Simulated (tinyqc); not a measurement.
# Thermionic emission over a Gaussian spread of barriers: effect of the spread

Metal on an n-type semiconductor with one parabolic valley; V > 0 is forward bias (metal positive). Patches of barrier height b are spread as a Gaussian with mean phi - r2 V and variance sg^2 + r3 V; each carries A* T^2 exp(-b/Vt) [exp(V/Vt) - 1].

A* = 4 pi q me m0 kB^2/h^3 (times 1e-4 for A/(cm^2 K^2)). At zero bias the mean of exp(-b/Vt) gives phi_ap(0) = phi - sg^2/(2 Vt), J0 = A* T^2 exp(-phi_ap(0)/Vt), and the current is centred on b = phi - sg^2/Vt.

Parameters, values chosen for the exercise; band and dielectric values close to those of cadmium telluride:
```
symbol   value  unit                             meaning
T          200     K                         temperature
me      0.0998    m0                       electron mass
phi       1.16    eV  barrier height seen from the metal
```

Constants: q = 1.602176634e-19 C, kB = 1.380649e-23 J/K, h = 6.62607015e-34 J s, m0 = 9.1093837015e-31 kg, Vt = kB T/q. Results are converted to the units shown.

Result of one run:
```
phi_ap(0) (eV),J0 (A/cm^2),barrier that carries most current (eV)
1.148,5.530e-24,1.137
```

Which standard deviation of the barrier heights sg gave this result: 0.02, 0.039, 0.058 or 0.068 eV?

sg = 0.02 eV.

The whole series:
```
sg (eV),phi_ap(0) (eV),J0 (A/cm^2),barrier that carries most current (eV)
0.02,1.148,5.530e-24,1.137
0.03,1.134,1.283e-23,1.108
0.039,1.116,3.649e-23,1.072
0.049,1.090,1.605e-22,1.021
0.058,1.062,8.120e-22,0.9648
0.068,1.026,6.771e-21,0.8917
0.078,0.9835,7.907e-20,0.8070
```

The apparent barrier falls from 1.15 to 0.983 eV, by sg^2/(2 Vt), and J0 grows by a factor of 14300 over the table. The lowering equals Vt at sg = sqrt(2) Vt = 0.0244 eV. In 3 of the 7 rows sg exceeds 3 Vt, so the current comes from more than three deviations below the mean, a tiny share of the area that a Gaussian of independent patches describes poorly.

Computed by the program tinyqc: `OMP_NUM_THREADS=1 python tinyqc.py 2640136 2640137 out.jsonl`, one thread of a shared Intel Xeon 2.30GHz, about 0.01 s for the whole run.
